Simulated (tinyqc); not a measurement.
Rayleigh-quotient iteration on a symmetric matrix, step by step. Computed by tinyqc, a small Python program that keeps every step. Settings: method = rayleigh, shift = 0.59. Command: `OMP_NUM_THREADS=1 python tinyqc.py 30535 30536 out.jsonl` (the two numbers bound the seeds that draw the settings). One thread of a shared host (Intel(R) Xeon(R) Processor @ 2.60GHz), about 0.01 s of CPU time with the checks.

A:
$$\begin{pmatrix}
0.6090 & 0.2930 & 0.1740 & -0.2460 & -0.2660 & 0.1680 \\
0.2930 & 0.6320 & -0.0110 & -0.0190 & 0.1000 & 0.0450 \\
0.1740 & -0.0110 & 0.7190 & -0.2400 & -0.0470 & -0.4020 \\
-0.2460 & -0.0190 & -0.2400 & 1.5210 & 0.3790 & -0.3190 \\
-0.2660 & 0.1000 & -0.0470 & 0.3790 & 1.8520 & 0.1620 \\
0.1680 & 0.0450 & -0.4020 & -0.3190 & 0.1620 & 2.0530
\end{pmatrix}$$

Stop when the residual |A v - lambda v| is below 1e-9.

Steps:
```
step    lambda  residual
1     0.569586  1.31e-01
2     0.528147  1.75e-02
3     0.527277  4.41e-05
4     0.527277  7.17e-13
```

Can the last value be used, and what does the course show?

Yes. Converged in 4 steps. all eigenvalues, for comparison: [0.2130, 0.5273, 0.8708, 1.2896, 2.1982, 2.2871].
